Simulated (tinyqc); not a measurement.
From results back to parameters: Lorentz oscillators and the Kramers-Kronig relations. Three cases, with inputs chosen for the exercise.

Problem. Below the gap a single undamped oscillator gives n^2 - 1 = Eo Ed/(Eo^2 - E^2) (Wemple-DiDomenico). Two refractive indices were computed from hidden Eo and Ed.

Find: Eo; Ed; n at E = 0.
Method. 1/(n^2 - 1) = Eo/Ed - E^2/(Eo Ed) is a straight line in E^2: slope -1/(Eo Ed), intercept Eo/Ed.

Case 1.

Values chosen: Ea = 1.05 eV; Eb = 2.22 eV.
n(Ea) = 1.595773
n(Eb) = 1.616793

Solution.

Eo = 9.62 eV
Ed = 14.7 eV
n at E = 0 = 1.590

Case 2.

Values chosen: Ea = 1.02 eV; Eb = 2.21 eV.
n(Ea) = 3.486948
n(Eb) = 4.027425

Solution.

Eo = 3.93 eV
Ed = 40.9 eV
n at E = 0 = 3.377

Case 3.

Values chosen: Ea = 1 eV; Eb = 2.2 eV.
n(Ea) = 1.855087
n(Eb) = 1.896981

Solution.

Eo = 8.03 eV
Ed = 19.3 eV
n at E = 0 = 1.845

Computed by tinyqc, one run a case: `OMP_NUM_THREADS=1 python tinyqc.py N N+1 out.jsonl` with N = 1681080, 1681083, 1681172; one thread of a shared Intel(R) Xeon(R) Processor @ 2.30GHz, about 0.2 s a run at most.
